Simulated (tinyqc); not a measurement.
# Minority carriers and saturation current of a heavily doped emitter, step by step

Program tinyqc, `OMP_NUM_THREADS=1 python tinyqc.py 2330087 2330088 out.jsonl`; Intel Xeon 2.30GHz, shared host, one thread, about 0.01 s. Printed values are rounded.

n-type, parabolic bands, full ionisation. eta = (EF - Ec)/kB T solves N = Nc F12(eta), F12(x) = (2/sqrt(pi)) int_0^infinity sqrt(u)/(1 + exp(u - x)) du. The gap shrinks rigidly by dEg = E1 [ln(N/N0) + sqrt(ln^2(N/N0) + 0.5)], an empirical law that is here taken as the true narrowing.

Inputs (values chosen for the exercise); band and dielectric values close to those of silicon:
```
symbol    value        unit                                     meaning
T           300           K                                 temperature
Eg         1.14          eV                                    band gap
Nc      2.79e19       cm^-3  conduction-band density of states at 300 K
Nv      2.65e19       cm^-3     valence-band density of states at 300 K
N        3.1e19       cm^-3                       ionised donor density
E1            7         meV                 energy of the narrowing law
N0       1.3e17       cm^-3                density of the narrowing law
mup         220  cm^2/(V s)                      minority-hole mobility
Cn      1.7e-31      cm^6/s                           Auger coefficient
ts            4          us                             defect lifetime
W           800          nm                               emitter width
S         9.6e5        cm/s       recombination velocity at the contact
```

Constants: q = 1.602176634e-19 C, kB = 1.380649e-23 J/K, Vt = kB T/q. Results are converted to the units shown.

Range of the model: Band tails, non-parabolic bands and incomplete ionisation are left out.

## Iteration 1: Fermi level

eta at the start (Boltzmann value) = 0.1054

Newton step on ln F12(eta) = ln(N/Nc): eta(new) = eta - ln(Nc F12/N) F12/Fm, Fm(x) = dF12/dx = (1/sqrt(pi)) int_0^infinity u^(-1/2)/(1 + exp(u - x)) du.

F12 = 0.8310374
Fm = 0.6456033
eta after iteration 1 = 0.4792633

## Course of the iteration

Stop when eta changes by less than 1e-9.

Course of the iteration:
```
iteration        eta    change
1          0.4792633     0.374
2          0.4922670    0.0130
3          0.4922834   1.64e-5
4          0.4922834  2.61e-11
```

Converged in 4 iterations.

## Effective intrinsic density

converged eta = 0.4922834

ni = sqrt(Nc Nv) exp(-Eg/(2 Vt)), Eg in volts; degeneracy factor g = F12(eta) exp(-eta); nie^2 = ni^2 exp(dEg/kB T) g, p0 = nie^2/N; apparent narrowing dEg + kB T ln g.

ni = 7.225144e9 cm^-3
dEg = 76.95727 meV
g = 0.6791435
apparent narrowing = 66.95454 meV
nie = 2.637788e10 cm^-3
p0 = 22.44492 cm^-3

Narrowing multiplies p0 by 19.6 and degeneracy by 0.679.

## Saturation current

1/tau = Cn N^2 + 1/ts, D = mup Vt, L = sqrt(D tau); J0 = (q p0 D/L)(s + tanh(W/L))/(1 + s tanh(W/L)), s = S L/D; the share recombining inside is 1 - 1/[cosh(W/L)(1 + tanh(W/L)/s)].

tau = 6.111722 ns
L = 1864.405 nm
s = 31.46985
J0 = 254.6416 fA/cm^2
share recombining inside = 9.709658 %

The emitter is transparent: most holes reach the contact.
